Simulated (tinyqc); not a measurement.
What moves the results: model-solid line-up of a strained alloy layer on a substrate. A value that a table varies takes the place of the one given here.

All values of the alloy are linear in x but the gap, Eg(x) = (1 - x) Eg_A + x Eg_B - C x (1 - x), and the valence edge, Ev(x) = (1 - x) Ev_A + x Ev_B + fv C x (1 - x); Ec = Ev + Eg. Ev is the top of the unstrained valence band on a scale common to all materials. In the layer only the Gamma valley of the conduction band is followed, also where an X or L valley would lie lower.

Coherent growth on a (110) face: e_par = (a_s - a)/a, e_perp = -(C11 + 3 C12 - 2 C44)/(C11 + C12 + 2 C44) e_par; exx = eyy = (e_par + e_perp)/2, ezz = e_par, exy = (e_perp - e_par)/2, eyz = ezx = 0.

Strained edges: Ec + ac tr(e); the valence edges are Ev plus the levels of the 6 x 6 matrix of X, Y, Z times spin with -Dso/3 + l exx + m (eyy + ezz) on the diagonal (cyclic), n exy off it, l = av + 2 b, m = av - b, n = sqrt(3) d. Spin-orbit term (Dso/3) L.sigma on X, Y, Z with (L_k)_ij = -i epsilon_kij: <X+|H|Y+> = -i Dso/3, <X+|H|Z-> = Dso/3, <Y+|H|Z-> = -i Dso/3, <Z+|H|X-> = -Dso/3, <Z+|H|Y-> = i Dso/3, <X-|H|Y-> = i Dso/3, and their conjugates; + and - are the spin along z.

dEc = Ec(substrate) - Ec(layer), dEv = Ev(layer) - Ev(substrate); positive values confine the carrier in the layer. Type I: both of one sign; type II: opposite signs; type III: the gaps do not overlap.

Coherent growth: e_par = (a_s - a)/a. (001): e_perp = -2 (C12/C11) e_par; exx = eyy = e_par, ezz = e_perp, no shear. (111): e_perp = -(2 C11 + 4 C12 - 4 C44)/(C11 + 2 C12 + 4 C44) e_par; exx = eyy = ezz = (2 e_par + e_perp)/3 and exy = eyz = ezx = (e_perp - e_par)/3. (110): e_perp = -(C11 + 3 C12 - 2 C44)/(C11 + C12 + 2 C44) e_par; exx = eyy = (e_par + e_perp)/2, ezz = e_par, exy = (e_perp - e_par)/2, eyz = ezx = 0.

Parameters, chosen for this exercise (A near GaP, B near GaAs, substrate near GaAs; shifted at random, so the results belong to these values and not to a real crystal):

| symbol | value | unit | meaning |
|---|---|---|---|
| a | (5.446, 5.655) | angstrom | lattice constant of A, B |
| Eg | (2.846, 1.529) | eV | gap at Gamma to the s-like level of A, B |
| Dso | (0.081, 0.337) | eV | spin-orbit splitting of A, B |
| Ev | (-1.28, -0.81) | eV | top of the unstrained valence band of A, B |
| ac | (-8.18, -7.13) | eV | conduction deformation potential of A, B |
| av | (1.69, 1.15) | eV | valence hydrostatic potential of A, B |
| b | (-1.58, -2.03) | eV | tetragonal shear potential of A, B |
| d | (-4.66, -4.86) | eV | trigonal shear potential of A, B |
| C11 | (142.5, 121.9) | GPa | of A, B |
| C12 | (62.3, 55.9) | GPa | of A, B |
| C44 | (69.3, 60.8) | GPa | of A, B |
| C | 0.213 | eV | bowing of the gap |
| fv | 0.2 |  | share of the bowing taken by the valence edge |
| a_s | 5.655 | angstrom | substrate |
| Eg_s | 1.529 | eV | lowest gap of the substrate |
| Ev_s | -0.81 | eV | substrate valence edge |
| face | 110 |  | growth face |
| x | 0.35 |  | fraction of B |

## Composition against offsets

Each composition is strained to the same substrate.

Results:

| x | e_par (%) | relaxed gap (eV) | strained gap (eV) | valence splitting (meV) | dEc (eV) | dEv (eV) | type |
|---|---|---|---|---|---|---|---|
| 0.22 | 2.97 | 2.520 | 1.920 | 294 | -0.291 | -0.100 | I |
| 0.33 | 2.54 | 2.364 | 1.864 | 249 | -0.243 | -0.092 | I |
| 0.43 | 2.15 | 2.227 | 1.814 | 208 | -0.201 | -0.084 | I |
| 0.54 | 1.73 | 2.082 | 1.760 | 164 | -0.157 | -0.073 | I |
| 0.65 | 1.31 | 1.941 | 1.705 | 121 | -0.116 | -0.060 | I |
| 0.76 | 0.89 | 1.806 | 1.651 | 80 | -0.077 | -0.045 | I |
| 0.86 | 0.52 | 1.688 | 1.600 | 45 | -0.044 | -0.028 | I |
| 0.97 | 0.11 | 1.562 | 1.544 | 9 | -0.009 | -0.006 | I |

The layer stays under tension over this range. The strained gap runs from 1.920 to 1.544 eV, against 2.520 to 1.562 eV for the relaxed alloy: strain takes back part of the change that the composition makes. Strains above 2 % can be kept only in layers of a few nanometres. The line-up is type I throughout, with the layer as the barrier. Offsets below about 50 meV are within the spread of parameter sets, so those rows do not settle the type. Where the alloy is indirect its X or L edge, left out, lies lower and sets the real gap and dEc.

## The same layer on three faces

Composition and substrate are kept.

Results:

| face | e_perp (%) | tr(e) (%) | shift of Ec (meV) | shift of Ev (meV) | valence splitting (meV) | gap (eV) |
|---|---|---|---|---|---|---|
| (001) | -2.185 | 2.737 | -213.9 | 166.0 | 205.6 | 1.9568 |
| (111) | -1.161 | 3.762 | -293.9 | 214.9 | 257.3 | 1.8278 |
| (110) | -1.372 | 3.551 | -277.4 | 204.9 | 241.2 | 1.8543 |

The layer yields most along the normal on (001) and least on (111), so the volume change, and with it the shift of Ec, is largest on (111). The valence splitting, set by b on (001), by d on (111) and by both on (110), is largest on (111). The gaps span 129 meV, from (111) to (001).

## What each parameter does

Strained gap, valence splitting and offsets. Each row changes one parameter from the base and keeps the others.

Results:

| case | gap (eV) | splitting (meV) | dEc (eV) | dEv (eV) |
|---|---|---|---|---|
| base | 1.8543 | 241.2 | -0.2344 | -0.0909 |
| x = 0.33 | 1.8643 | 249.5 | -0.2429 | -0.0925 |
| a_s = 5.675 angstrom | 1.7794 | 279.6 | -0.1935 | -0.0569 |
| C = 0.313 eV | 1.8316 | 241.2 | -0.2162 | -0.0864 |
| fv = 0.4 | 1.8543 | 241.2 | -0.2441 | -0.0812 |
| Ev_s = -0.76 eV | 1.8543 | 241.2 | -0.1844 | -0.1409 |
| av = (1.943, 1.322) eV | 1.8463 | 241.2 | -0.2344 | -0.0830 |
| d = (-5.359, -5.589) eV | 1.8322 | 269.8 | -0.2344 | -0.0688 |
| ac = (-9.407, -8.199) eV | 1.8127 | 241.2 | -0.1928 | -0.0909 |

The largest shifts from the base row, up to three for each result and ties (the steps differ in size, so this ranks the rows, not the parameters). gap (eV): a_s -0.0749, ac -0.0416, C -0.0228; unchanged at the printed digits by fv and Ev_s. splitting (meV): a_s +38.3, d +28.5, x +8.2; unchanged at the printed digits by C, fv, Ev_s, av and ac. dEc (eV): Ev_s +0.0500, ac +0.0416, a_s +0.0408; unchanged at the printed digits by av and d. dEv (eV): Ev_s -0.0500, a_s +0.0341, d +0.0221; unchanged at the printed digits by ac.

Run: tinyqc, `OMP_NUM_THREADS=1 python tinyqc.py 1051074 1051075 out.jsonl`; Intel(R) Xeon(R) Processor @ 2.30GHz, one thread, shared host; about 0.02 s of CPU time with all checks.
